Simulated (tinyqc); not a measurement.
Raising U: Hubbard chain of 4 sites, mean field against exact. Computed by the program tinyqc. 

one-body matrix (hopping and site energies) (eV):
```
         1        2        3        4
1   0.0000  -0.5200   0.0000   0.0000
2  -0.5200   0.0000  -0.5200   0.0000
3   0.0000  -0.5200   0.0000  -0.5200
4   0.0000   0.0000  -0.5200   0.0000
```

electrons, up and down: 2  2

Collinear unrestricted mean field (the lowest of 40 random starts) against exact diagonalisation.

Exact and mean-field results (eV):
```
U          U/t   E exact  E mean field  mean |n_up - n_down|  double occupancy, exact  first gap in the sector
0.260    0.500  -2.07900      -2.06551                 0.000                    0.224                    0.571
0.520    1.000  -1.85919      -1.80551                 0.000                    0.199                    0.509
1.040    2.000  -1.49549      -1.29846                 0.393                    0.152                    0.410
1.560    3.000  -1.22066      -0.95784                 0.697                    0.114                    0.336
2.080    4.000  -1.01564      -0.74585                 0.820                    0.085                    0.281
3.120    6.000  -0.74461      -0.51012                 0.918                    0.049                    0.207
4.160    8.000  -0.58093      -0.38588                 0.953                    0.031                    0.162
6.240   12.000  -0.39940      -0.25879                 0.979                    0.015                    0.111
10.400  20.000  -0.24368      -0.15574                 0.993                    0.006                    0.068
```

In absolute terms mean field is worst at U/t = 4.0, 0.270 eV too high: at small U it is nearly exact, and at large U it misses only exchange-scale energies. Its local moments set in at U/t = 2.0 of those listed, a broken symmetry that the exact state of a finite cluster with equal spins does not have. Relative to the exact energy its error is 0.6 % at the smallest U, 36 % at most and 36 % at the largest. The double occupancy falls from 0.224 to 0.006; at the largest U the first gap is 0.65 times the exchange scale 4t^2/U.
